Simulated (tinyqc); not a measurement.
From results to parameters: diatomic chain. Computed by the program tinyqc.

Problem. A chain of two alternating masses has one spring constant k; at the zone edge omega^2 = 2k/M and 2k/m, and wavenumber = 521.4708 sqrt(omega^2) with omega^2 in eV/(angstrom^2 u). Find k, the heavier mass and the optical wavenumber at q = 0.

wavenumbers at the zone edge (cm^-1): 250.353675  914.162368
lighter mass = 12.300000 u

Solution. The upper value gives k = m omega^2/2, the ratio of the squares gives M/m, and at q = 0 omega^2 = 2k (1/m + 1/M), the sum of the two.

k = 18.900 eV/angstrom^2
heavier mass = 164.000 u
optical wavenumber at q = 0 = 947.8237 cm^-1
